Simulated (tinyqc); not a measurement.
# Which input was changed?

Model: mobility of a non-polar semiconductor in the relaxation-time approximation. Computed by tinyqc, a small Python program. Command: `OMP_NUM_THREADS=1 python tinyqc.py 3017123 3017124 out.jsonl rta which`. One thread of a shared host (Intel(R) Xeon(R) Processor @ 2.30GHz), about 0.1 s of CPU time with the checks.

Each valley is treated as a sphere of mass m_d for states and rates, with one isotropic relaxation time; the conductivity mass m_c sets the current.

Inputs (values chosen for the exercise, modelled on electrons in diamond): longitudinal mass m_l = 1.53 m_0; transverse mass m_t = 0.285 m_0; equivalent valleys Z = 6; non-parabolicity alpha = 0.2 1/eV; static permittivity eps_s = 5.7; density rho = 3515 kg/m^3; sound velocity v_l = 18300 m/s; acoustic deformation potential D_A = 9.5 eV; phonon energy hbar w = 140 meV; optical or intervalley deformation potential D_o = 6.8 1e8 eV/cm; final valleys Z_f = 5; carrier density n = 1.3e+16 1/cm^3; compensation ratio C = 0; temperature T = 400 K; neutral impurity density N_n = 8.2e+16 1/cm^3.

Band: Kane. Impurity formula: Conwell-Weisskopf. Further scattering: neutral impurities.

Constants: k_B = 8.617333262e-05 eV/K; m_0 = 9.1093837015e-31 kg; e = 1.602176634e-19 C; hbar = 1.054571817e-34 J s; eps_0 = 8.8541878128e-12 F/m; k_B = 1.380649e-23 J/K; hbar = 6.582119569e-16 eV s.

Method:
- m_d = (m_l m_t^2)^(1/3); 1/m_c = (1/m_l + 2/m_t)/3; Hall mass factor A = 3 K_m (K_m + 2)/(2 K_m + 1)^2, K_m = m_l/m_t; N_I = n (1 + C)/(1 - C).
- Kane band: hbar^2 k^2/(2 m) = E (1 + alpha E), speed v = hbar k/(m (1 + 2 alpha E)), states per spin, volume and energy g(E) = m k (1 + 2 alpha E)/(2 pi^2 hbar^2); overlap factors are set to 1. Here m = m_d. Masses are multiplied by m_0 and all formulas are in SI units.
- The reduced Fermi level eta = E_F/(k_B T) solves n = 2 Z int g f dE with f = 1/(1 + exp(x - eta)) (Z = 1 unless valleys are given); screening length L_s = sqrt(eps_s eps_0 k_B T/(e^2 dn/deta)), dn/deta = 2 Z int g f (1 - f) dE.
- Integrals over x = E/(k_B T) use 160 Gauss-Legendre points in u = sqrt(x) from 0 to sqrt(max(eta, 0) + 32).
- Phonon occupation N_q = 1/(exp(hbar w/(k_B T)) - 1).
- Acoustic deformation potential (elastic, equipartition, absorption and emission together): 1/tau = 2 pi k_B T D_A^2 g(E)/(hbar rho v_l^2).
- Optical or intervalley deformation potential: 1/tau = (pi Z_f D_o^2/(rho w)) [N_q g(E + hbar w) + (N_q + 1) g(E - hbar w)], with g = 0 below the band edge.
- Each optical term is multiplied by (1 - f(E'))/(1 - f(E)), E' the final energy, for Pauli blocking.
- Singly charged impurities, momentum relaxation: 1/tau = N_I e^4 m (1 + 2 alpha E) Phi/(8 pi (eps_s eps_0)^2 hbar^3 k^3), with alpha = 0 for a parabolic band.
- Conwell-Weisskopf: Phi = ln(1 + y^2), y = 4 pi eps_s eps_0 E N_I^(-1/3)/e^2 (largest impact parameter N_I^(-1/3)/2).
- Neutral impurities (Erginsoy): 1/tau = 20 N_n a_B hbar/m, a_B = 4 pi eps_s eps_0 hbar^2/(m e^2).
- mu = (m_d/m_c) (2 Z e/(3 n k_B T)) int g v^2 tau f (1 - f) dE.
- Averages over x are split at the emission threshold x_0 = hbar w/(k_B T): 64 Gauss-Legendre points in sqrt(x) below it and 128 in sqrt(x - x_0) above it, up to x = max(eta, 0) + 32.
- Rates are added at each energy before the average. With <y> = int g v^2 y f (1 - f) dE: Hall factor r_H = A (3 n k_B T/(2 Z m_d)) <tau^2/(1 + 2 alpha E)>/<tau>^2 (alpha = 0 for a parabolic band); Hall mobility r_H mu; |S| = (k_B/e) (<x tau>/<tau> - eta); resistivity 1/(n e mu).

Task: One of these inputs alone was changed, within the range given: acoustic deformation potential D_A (4.75 to 19); phonon energy hbar w (70 to 280); carrier density n (6.5e+15 to 2.6e+16); temperature T (200 to 800). Which one, and to what value?

Results:
```
run     resistivity (ohm cm)  drift mobility mu (cm^2/(V s))  Hall factor r_H
before             0.2526824                        1900.077        0.9315463
after              0.3287029                        1988.304        0.9375226
```

Result:

Each candidate set to reproduce resistivity, and what it then gives:
```
candidate                                    range searched  value needed  drift mobility mu (cm^2/(V s))  Hall factor r_H
acoustic deformation potential D_A (eV)          4.75 to 19         11.70                          1460.6           0.9328
phonon energy hbar w (meV)                        70 to 280         105.4                          1460.6           1.0063
carrier density n (1/cm^3)               6.5e+15 to 2.6e+16      9.550e15                          1988.3           0.9375
temperature T (K)                                200 to 800         479.1                          1460.6           0.9740
```

Only carrier density n fits every result: it went from 1.3e+16 to 9.55e15 1/cm^3. The next best candidate, temperature T, misses one result by 27 %.

Caution: Erginsoy's formula holds for k a_B below about 0.5 and for dopants that stay neutral, which means low temperature; elsewhere it is only a rough constant rate. Caution: n is taken as given; at low temperature (in diamond even at 300 K) real dopants can freeze out, which changes n and N_I.
